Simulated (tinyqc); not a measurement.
# Isotype n-N heterojunction, non-linear Poisson equation by Newton steps, Fermi-Dirac statistics, step by step

Computed by the program tinyqc: `OMP_NUM_THREADS=1 python tinyqc.py 2040045 2040046 out.jsonl`, one thread of a shared Intel Xeon 2.30GHz, about 0.07 s for the whole run. Printed values are rounded.

One dimension, material 1 (n-type) at x < 0 and material 2 (n-type) at x > 0. Band edges: Ec = -psi in material 1 and -psi + dEc in material 2, Ev = Ec - Eg. Equilibrium, Fermi level at 0. n = Nc F((EFn - Ec)/Vt), p = Nv F((Ev - EFp)/Vt), with F(eta) = F_1/2(eta) = (2/sqrt(pi)) int_0^infinity sqrt(u) du/(1 + exp(u - eta)) (Fermi-Dirac statistics); full ionisation, no interface charge, classical densities; the doping types are chosen for the exercise.

Parameters, values chosen for the exercise; band and dielectric values close to those of CdTe and CdS:
```
symbol    value   unit                                          meaning
T           250      K                                      temperature
Eg1        1.49     eV                           band gap of material 1
er1        10.2                     relative permittivity of material 1
Nc1     6.16e17  cm^-3  conduction-band density of states of material 1
Nv1     1.37e19  cm^-3     valence-band density of states of material 1
Eg2        2.37     eV                           band gap of material 2
er2        9.04                     relative permittivity of material 2
Nc2      1.7e18  cm^-3  conduction-band density of states of material 2
Nv2     1.38e19  cm^-3     valence-band density of states of material 2
dEc       -0.09     eV                 conduction-band offset Ec2 - Ec1
N1       3.5e17  cm^-3                      donor density of material 1
N2       2.3e16  cm^-3                      donor density of material 2
V             0      V                    bias of side 1 against side 2
```

Constants: q = 1.602176634e-19 C, kB = 1.380649e-23 J/K, Vt = kB T/q, eps0 = 8.8541878128e-14 F/cm where lengths are in cm. Results are converted to the units shown.

Range of the model: The accumulation layer is thin enough for quantum confinement, which this classical model leaves out.

## Offsets and end potentials

dEv = Ev1 - Ev2 = Eg2 - Eg1 - dEc. Neutrality of the majority carriers far from the junction: Nc1 F(psi_L/Vt) = N1 and Nc2 F((V + psi_R - dEc)/Vt) = N2. Total bending psi_R - psi_L.

dEv = 0.97 eV
psi_L = -0.007884913 V
psi_R = -0.1825955 V
psi_R - psi_L = -0.1747106 V

The alignment is staggered (type II): dEc and dEv have opposite signs.

## Permittivity of the intervals

x, node 0 to 12 (nm): [-66.2, -47.9, -33.1, -21.1, -11.2, -3.25, 3.25, 13.4, 29.2, 53.7, 92, 152, 245]

er1 or er2; the interface lies midway in its interval, which gets the series value 2 er1 er2/(er1 + er2).

eps_r, interval 0 to 11: [10.2, 10.2, 10.2, 10.2, 10.2, 9.585031, 9.04, 9.04, 9.04, 9.04, 9.04, 9.04]

## Couplings between neighbouring nodes

a_i = eps0 eps_r/h_i for the interval from node i to i + 1, with h_i = x_(i+1) - x_i in cm.

coupling a_i, interval 0 to 11 (F/cm^2): [4.935121e-7, 6.102211e-7, 7.526060e-7, 9.122497e-7, 1.136009e-6, 1.305656e-6, 7.885897e-7, 5.065940e-7, 3.267015e-7, 2.089866e-7, 1.334031e-7, 8.606651e-8]

## Starting potential

material, node 0 to 12: [1, 1, 1, 1, 1, 1, 2, 2, 2, 2, 2, 2, 2]

psi_L + (psi_R - psi_L)(1 + tanh(x/s))/2 on the inner nodes with s = 26 nm, psi_L and psi_R on the ends.

psi at the start, node 0 to 12 (V): [-0.0078849, -0.0121639, -0.0205838, -0.0366739, -0.0597771, -0.0843773, -0.1061031, -0.1366580, -0.1658789, -0.1798323, -0.1824482, -0.1825941, -0.1825955]

## Iteration 1: densities, residual and Jacobian diagonal

n_i = Nc F(a_n), a_n = (V - Ec_i)/Vt; p_i = Nv F(a_p), a_p = (Ec_i - Eg)/Vt; rho_i = p_i - n_i + C_i with C = +N1 or +N2; g_i = (Nc F'(a_n) + Nv F'(a_p))/Vt with F' = F_-1/2(eta) = (1/sqrt(pi)) int_0^infinity u^(-1/2) du/(1 + exp(u - eta)). Box widths w_i = (h_(i-1) + h_i)/2 in cm. Residual F_i = a_i (psi_(i+1) - psi_i) - a_(i-1) (psi_i - psi_(i-1)) + q rho_i w_i; Jacobian: a_(i-1) and a_i beside the diagonal, b_i = -a_(i-1) - a_i - q g_i w_i on it. The two end nodes are fixed.

```
node    n (cm^-3)     p (cm^-3)
0          3.5e17  1.813825e-11
1     2.958732e17  2.212362e-11
2     2.101349e17  3.270347e-11
3     1.056789e17  6.901697e-11
4     3.759787e16  2.016955e-10
5     1.217794e16  6.318512e-10
6     6.969922e17  4.868628e-29
7     1.874811e17  2.010786e-28
8     4.969473e16  7.806094e-28
9     2.613067e16  1.491835e-27
10    2.315714e16  1.684436e-27
11    2.300155e16  1.695886e-27
12         2.3e16  1.696001e-27
```

```
node  residual F (C/cm^2)  diagonal b (F/cm^2)
1             1.132602e-8         -4.222724e-6
2             2.305638e-8         -3.233453e-6
3             3.389687e-8         -2.476460e-6
4             3.780155e-8         -2.292552e-6
5             3.868500e-8         -2.506646e-6
6            -8.562673e-8         -5.868589e-6
7            -2.490060e-8         -3.036592e-6
8             1.626480e-9         -1.570386e-6
9             2.436903e-9         -1.142599e-6
10           4.034702e-10         -1.184793e-6
11           1.744085e-11         -1.521869e-6
```

## Iteration 1: Newton step

Solve the tridiagonal system a_(i-1) d_(i-1) + b_i d_i + a_i d_(i+1) = -F_i for nodes 1 to 11, with d = 0 on fixed nodes. Each component d is damped to sign(d) Vt ln(1 + |d|/Vt) before it is added.

Newton step d, before damping, node 1 to 11 (V): [0.00505507, 0.01642053, 0.03581412, 0.04651926, 0.03184383, -0.00896873, -0.01088549, -0.00213490, 0.00163889, 0.00063721, 0.00006732]
psi after iteration 1, node 0 to 12 (V): [-0.0078849, -0.0076229, -0.0083780, -0.0155779, -0.0349945, -0.0648267, -0.1136014, -0.1454688, -0.1679146, -0.1782527, -0.1818202, -0.1825269, -0.1825955]

## Iteration 2: densities, residual and Jacobian diagonal

As before.

```
node    n (cm^-3)     p (cm^-3)
0          3.5e17  1.813825e-11
1     3.535690e17  1.791899e-11
2     3.433647e17  1.855822e-11
3     2.579933e17  2.592262e-11
4     1.137230e17  6.384115e-11
5     2.987384e16  2.549710e-10
6     5.113011e17  6.895494e-29
7     1.261435e17  3.026803e-28
8     4.525584e16  8.579661e-28
9     2.810699e16  1.386368e-27
10    2.383871e16  1.636046e-27
11    2.307308e16  1.690603e-27
12         2.3e16  1.696001e-27
```

```
node  residual F (C/cm^2)  diagonal b (F/cm^2)
1            -1.536460e-9         -4.730990e-6
2            -3.533295e-9         -4.228501e-6
3             3.847343e-9         -3.497571e-6
4             1.760943e-8         -2.757070e-6
5             7.263503e-9         -2.599482e-6
6            -2.657747e-8         -4.957885e-6
7            -7.682286e-9         -2.481352e-6
8            8.083338e-10         -1.505160e-6
9            6.270074e-11         -1.188234e-6
10          -9.176622e-12         -1.209465e-6
11          -1.208550e-12         -1.525900e-6
```

## Iteration 2: Newton step

As before.

Newton step d, before damping, node 1 to 11 (in units of 1e-3 V): [-0.359401, -0.268532, 3.477414, 9.336539, 4.365974, -4.994135, -4.924416, -1.181615, -0.282134, -0.056975, -0.005773]
psi after iteration 2, node 0 to 12 (V): [-0.0078849, -0.0079793, -0.0086449, -0.0123542, -0.0272381, -0.0608512, -0.1180930, -0.1499037, -0.1690649, -0.1785330, -0.1818771, -0.1825326, -0.1825955]

## Course of the Newton iteration

Stop when the largest undamped |d| is below 1e-9 V, or after 80 iterations.

Course of the iteration:
```
iteration  largest |F| (C/cm^2)  largest |d| (V)  at node
1                       8.56e-8           0.0465        4
2                       2.66e-8          9.34e-3        4
3                       3.66e-9          1.06e-3        6
4                      1.45e-10          4.46e-5        6
5                      2.57e-13          7.75e-8        6
6                      7.91e-19         2.33e-13        6
```

Converged in 6 iterations. Once the step is below 0.1 Vt, 3 more iteration(s) reach the threshold: near the solution the error is roughly squared each time.

## Band edges, densities and displacement

converged psi, node 0 to 12 (V): [-0.0078849, -0.0079916, -0.0087055, -0.0124171, -0.0264590, -0.0611208, -0.1191734, -0.1509081, -0.1693016, -0.1785946, -0.1818877, -0.1825336, -0.1825955]

Ec, Ev, n and p as defined; D = a_k (psi_(k+1) - psi_k) on the interval that holds the interface.

```
node     Ec (eV)    Ev (eV)    n (cm^-3)     p (cm^-3)
0     0.00788491  -1.482115       3.5e17  1.813825e-11
1     0.00799158  -1.482008  3.485557e17  1.822828e-11
2     0.00870546  -1.481295  3.390177e17  1.884243e-11
3     0.01241715  -1.477583  2.929073e17  2.238521e-11
4     0.02645901  -1.463541  1.642138e17  4.295689e-11
5     0.06112076  -1.428879  3.536969e16  2.146757e-10
6     0.02917339  -2.340827  4.036469e17  8.930825e-29
7     0.06090809  -2.309092  9.856009e16  3.896143e-28
8     0.07930159  -2.290698  4.245859e16  9.150222e-28
9     0.08859465  -2.281405  2.766694e16  1.408547e-27
10    0.09188767  -2.278112  2.376452e16  1.641179e-27
11    0.09253357  -2.277466  2.306595e16  1.691128e-27
12    0.09259555  -2.277404       2.3e16  1.696001e-27
```

D = -75.79680 nC/cm^2

## Check against the first integral

Exact first integral: on each side D^2/(2 eps0 er) = G, G = q [Vt (nI_j - nI_b) + Vt (pI_j - pI_b) - C (psi_j - psi_b)], with C = +N1 or +N2, b the neutral end of that side, and nI, pI the densities with F_1/2 replaced by F_3/2(eta) = (4/(3 sqrt(pi))) int_0^infinity u^(3/2) du/(1 + exp(u - eta)). D is continuous, so er1 G1(psi_j) = er2 G2(psi_j) fixes psi_j. Ends from Nc1 F(psi_L/Vt) = N1 and Nc2 F((V + psi_R - dEc)/Vt) = N2. D is counted positive when psi rises towards material 2.

psi_j = -0.09369476 V
D = -79.63684 nC/cm^2
psi_j - psi_L = -0.08580985 V
psi_R - psi_j = -0.08890079 V
Ec1 - EFn at the interface = 0.09369476 eV
Ec2 - EFn at the interface = 0.003694761 eV

Material 2 takes 50.9 % of the bending. The 13-node mesh gave D = -75.80 nC/cm^2, 4.8 % below the exact value in size.
